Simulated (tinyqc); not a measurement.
The first four gaps: longitudinal sound in a periodic multilayer: transfer matrices, stop bands and folded phonons. Computed by tinyqc, a small Python program. Command: `OMP_NUM_THREADS=1 python tinyqc.py 3001280 3001281 out.jsonl multilayer walk`. One thread of a shared host (Intel(R) Xeon(R) Processor @ 2.30GHz), about 0.01 s of CPU time with the checks.

Layers 1 and 2 repeat with period d = d_1 + d_2; waves travel normal to the layers, without loss. State vector (u, s): displacement u and stress divided by omega. Impedances Z = rho v are in 1e6 kg/(m^2 s).

Inputs (values chosen for the exercise, modelled on gallium arsenide (layer 1), aluminium arsenide (layer 2) and gallium arsenide (substrate)):

| quantity | value | unit |
|---|---|---|
| density rho_1 | 5.3 | g/cm^3 |
| velocity v_1 | 4650 | m/s |
| thickness d_1 | 3.4 | nm |
| density rho_2 | 3.72 | g/cm^3 |
| velocity v_2 | 5550 | m/s |
| thickness d_2 | 4.05 | nm |
| substrate density | 5.23 | g/cm^3 |
| substrate velocity | 4750 | m/s |

Method:
- Z = rho v; interface reflection r = (Z_2 - Z_1)/(Z_2 + Z_1) (stress amplitude, from 1 into 2); Bragg frequency f_B = 1/[2 (d_1/v_1 + d_2/v_2)]; long-wave velocity v_eff = d/sqrt[(d_1/v_1)^2 + (d_2/v_2)^2 + (Z_1/Z_2 + Z_2/Z_1)(d_1/v_1)(d_2/v_2)].
- A layer maps (u, s) by [[cos p, sin p/Z], [-Z sin p, cos p]], p = 2 pi f d_i/v_i; one period is M = M_2 M_1, and cos(q d) = trace(M)/2.
- Gap m contains m f_B; its edges, where trace(M)/2 = (-1)^m, are found by root search. Weak-contrast estimate of the width: (4 f_B/pi) |r sin(m pi a)|, a = (d_1/v_1)/(d_1/v_1 + d_2/v_2).

Bragg frequency f_B = 342.252 GHz

Z_1 = 24.645

Z_2 = 20.646

interface reflection r = -0.0882957

Stop bands (GHz):

| m | lower edge | upper edge | width | weak-contrast estimate |
|---|---|---|---|---|
| 1 | 323.0 | 361.5 | 38.527 | 38.476 |
| 2 | 684.4 | 684.6 | 0.120 | 0.120 |
| 3 | 1007.5 | 1046.0 | 38.526 | 38.476 |
| 4 | 1368.9 | 1369.1 | 0.240 | 0.240 |

With a = 0.500, gap 1 is the widest and gap 2 the narrowest: the layers are near a quarter wave each at f_B, so the even gaps almost close. The weak-contrast estimate misses the first width by -0.1 % at |r| = 0.09. Odd gaps open at the edge of the folded zone (q = pi/d), even ones at its centre. Caution: at these frequencies damping, strong in glasses, and rough interfaces, both left out here, can weaken the stop bands; layers only a few atoms thick are also beyond continuum acoustics.
